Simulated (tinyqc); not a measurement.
Short-channel transistor, virtual-source model with series resistance: one step of the calculation.

The current per gate width is the charge at the top of the source barrier (the virtual source) times its velocity times a saturation function; al and be are fitting constants of the model. Units: I in uA/um, Rs in ohm um, so I Rs = 1e-6 I Rs in volts; Q in uC/cm^2, so I = 1e-4 Q vx0 Fsat with vx0 in cm/s.

Problem. What the series resistance costs. Intrinsic voltages Vg' = Vgs - I Rs, Vd' = Vds - 2 I Rs. n = n0 + nd Vd', VT = VT0 - dl Vd', Ff = 1/(1 + exp((Vg' - VT + al Vt/2)/(al Vt))), Q = Cinv n Vt ln(1 + exp((Vg' - VT + al Vt Ff)/(n Vt))), Vdsat = (vx0 L/mu)(1 - Ff) + Vt Ff, Fsat = u/(1 + u^be)^(1/be) with u = Vd'/Vdsat, and I = Q vx0 Fsat per width. I0 is the current for Rs = 0. Effective velocity I/Q; transit time L Q/I.

Parameters, values chosen for the exercise: temperature T = 300 K; inversion capacitance Cinv = 1.39 uF/cm^2; velocity at the virtual source vx0 = 2.33e7 cm/s; apparent mobility mu = 280 cm^2/(V s); channel length L = 16 nm; threshold at zero drain voltage VT0 = 0.45 V; drain-induced barrier lowering dl = 0.04 V/V; subthreshold factor n0 = 1.41; growth of n with drain voltage nd = 0 1/V; threshold shift (in units of Vt) from weak to strong inversion al = 3.5; sharpness of saturation be = 1.4; series resistance of each contact Rs = 150 ohm um; gate voltage Vgs = 0.9 V; drain voltage Vds = 0.9 V.

Constants: q = 1.602176634e-19 C, kB = 1.380649e-23 J/K, Vt = kB T/q. Results are converted to the units shown.

converged I = 982.11568 uA/um
I0 = 1501.8743 uA/um

Give: loss against I0; effective velocity; transit time.

Solution.

loss against I0 = 34.61 %
effective velocity = 2.152e7 cm/s
transit time = 0.07436 ps

The carriers leave the virtual source at 92.4 % of vx0: the device is in saturation.

Numbers from tinyqc (`OMP_NUM_THREADS=1 python tinyqc.py 2380094 2380095 out.jsonl`; about 0.01 s on one thread of a shared Intel Xeon 2.30GHz).
